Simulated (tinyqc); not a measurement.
Inside a calculation: strain-driven crossing of the Gamma and L valleys in a germanium-like crystal alloyed with tin. Values are carried at full precision from step to step, so a last printed digit may differ when a step is redone from the rounded ones.

With tin the unstrained gaps become E(y) = (1 - y) E + y EgS - CS y (1 - y); all other values are kept.
Constants: kB = 8.617333262e-05 eV/K; hc = 1239.841984 eV nm.

Values chosen for the exercise (near those of Ge, gaps at low temperature; shifted at random, so the results belong to these values and not to a real crystal): Eg = 0.914 eV (gap at Gamma to the s-like level); EgL = 0.729 eV (gap to L); EgS = (-0.392, 0.115) eV (Gamma and L gaps of the tin end); CS = (2.42, 0.75) eV (bowing of the Gamma and L gaps); y = 0.011 (tin fraction); C11 = 127.1 GPa; C12 = 47.5 GPa; C44 = 65.7 GPa; load = biaxial (001) (kind of strain); e0 = 0.0212 (size of the strain); Dso = 0.293 eV (spin-orbit splitting); ac = -8.36 eV (conduction deformation potential); av = 1.25 eV (valence hydrostatic potential); b = -2.6 eV (tetragonal shear potential); d = -5.2 eV (trigonal shear potential); aL = -1.73 eV (hydrostatic potential of the L edge, Xd + Xu/3); XuL = 17.03 eV (uniaxial potential, L); mG = 0.043 m0 (mass at Gamma); mL = 0.572 m0 (density-of-states mass of the four L valleys together); T = 300 K (temperature).

## Gaps of the unstrained alloy

Give both gaps, their difference, and the y at which they cross (the root of a quadratic between 0 and 0.3).

Gamma and L gaps (eV): 0.8733  0.7141

Gamma - L = 0.1592 eV
crossing y = 0.0832

Without strain the alloy is indirect.

## The strain tensor for a biaxial (001) load

Biaxial loads: e0 is the in-plane strain e_par and the normal is free. (001): e_perp = -2 (C12/C11) e_par; exx = eyy = e_par, ezz = e_perp, no shear. (111): e_perp = -(2 C11 + 4 C12 - 4 C44)/(C11 + 2 C12 + 4 C44) e_par; exx = eyy = ezz = (2 e_par + e_perp)/3 and exy = eyz = ezx = (e_perp - e_par)/3. (110): e_perp = -(C11 + 3 C12 - 2 C44)/(C11 + C12 + 2 C44) e_par; exx = eyy = (e_par + e_perp)/2, ezz = e_par, exy = (e_perp - e_par)/2, eyz = ezx = 0. Uniaxial loads: a stress along n, scaled so that n.e.n = e0, with exx = s11 sxx + s12 (syy + szz), exy = s44 sxy/2, s11 = (C11 + C12)/((C11 - C12)(C11 + 2 C12)), s12 = -C12/((C11 - C12)(C11 + 2 C12)), s44 = 1/C44.

Form the tensor and its trace.

strain tensor in the cubic axes:
```
          x         y          z
x  0.021200  0.000000   0.000000
y  0.000000  0.021200   0.000000
z  0.000000  0.000000  -0.015846
```

tr(e) = 0.026554

## Band edges

Edges from the unstrained valence top: Gamma at Eg + ac tr(e); an L valley with unit axis u at EgL + aL tr(e) + XuL (u.e.u - tr(e)/3), u along [111], [1-1-1], [-11-1], [-1-11]; valence edges are the levels of the 6 x 6 matrix of X, Y, Z times spin with -Dso/3 + l exx + m (eyy + ezz) on the diagonal (cyclic), n exy off it, l = av + 2 b, m = av - b, n = sqrt(3) d. Spin-orbit term (Dso/3) L.sigma on X, Y, Z with (L_k)_ij = -i epsilon_kij: <X+|H|Y+> = -i Dso/3, <X+|H|Z-> = Dso/3, <Y+|H|Z-> = -i Dso/3, <Z+|H|X-> = -Dso/3, <Z+|H|Y-> = i Dso/3, <X-|H|Y-> = i Dso/3, and their conjugates; + and - are the spin along z.

Give the edges and the direct and indirect gaps from the top valence edge.

Gamma edge = 0.6513 eV

L edges (eV): [111] 0.6681, [1-1-1] 0.6681, [-11-1] 0.6681, [-1-11] 0.6681

valence edges from the top (eV): 0.1724  -0.0631  -0.3027

direct and indirect gap (eV): 0.4789  0.4957

The gap is direct: Gamma lies 17 meV below the lowest L valley. The top two valence edges are 236 meV apart.

## Electrons in the Gamma valley

Non-degenerate, parabolic: share = mG^(3/2)/(mG^(3/2) + (mL^(3/2)/4) sum_i exp(-(E_Li - E_Gamma)/kT)). Also the offset at which four equal L valleys hold half of the electrons, kT ln((mL/mG)^(3/2)), and the wavelength hc/E of the direct gap.

(mL/mG)^(3/2) = 48.52
share in Gamma = 3.80 %
offset for an even split = 100.4 meV
wavelength = 2589 nm

With the L valleys as they lie here, Gamma must be 100 meV below the lowest of them to hold half of the electrons at 300 K; it lies 17 meV below. A direct gap alone is not enough.

## Checks

- Gamma and lowest L edge at e0 = 0.01917, where the linear shifts make them meet (eV): both 0.6725.

Run: tinyqc, `OMP_NUM_THREADS=1 python tinyqc.py 1050974 1050975 out.jsonl`; Intel(R) Xeon(R) Processor @ 2.30GHz, one thread, shared host; about 0.01 s of CPU time with all checks.
